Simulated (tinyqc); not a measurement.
Growth of a silicide layer between metal and silicon: linear-parabolic kinetics, ramp anneals and Kissinger analysis: one step, computed by the program tinyqc. Command: `OMP_NUM_THREADS=1 python tinyqc.py 3023216 3023217 out.jsonl silicide walk`. One thread of a shared host (Intel(R) Xeon(R) Processor @ 2.30GHz), about 0.1 s of CPU time with the checks.

One compound layer of thickness x grows by diffusion through itself and reaction at an interface, dx/dt = 1/(2x/K + 1/v), until the metal is used up at x = a h.

Task: Geometry at full reaction. Silicon consumed b h, sheet resistance rho/(final thickness) with 1 micro-ohm cm/nm = 10 ohm; margin to the junction x_j - b h.

Inputs (values chosen for the exercise, modelled on TiSi2): metal thickness h = 9.4 nm; silicon consumed per metal thickness b = 2.27; silicide resistivity = 65 micro-ohm cm; junction depth x_j = 59 nm.

final thickness = 23.594 nm

Give: silicon consumed; sheet resistance; margin to the junction.

Result:

silicon consumed = 21.338 nm

sheet resistance = 27.549 ohm/square

margin to the junction = 37.662 nm

The layer takes 36 % of the junction depth; its surface lies 2.26 nm above the original silicon surface.
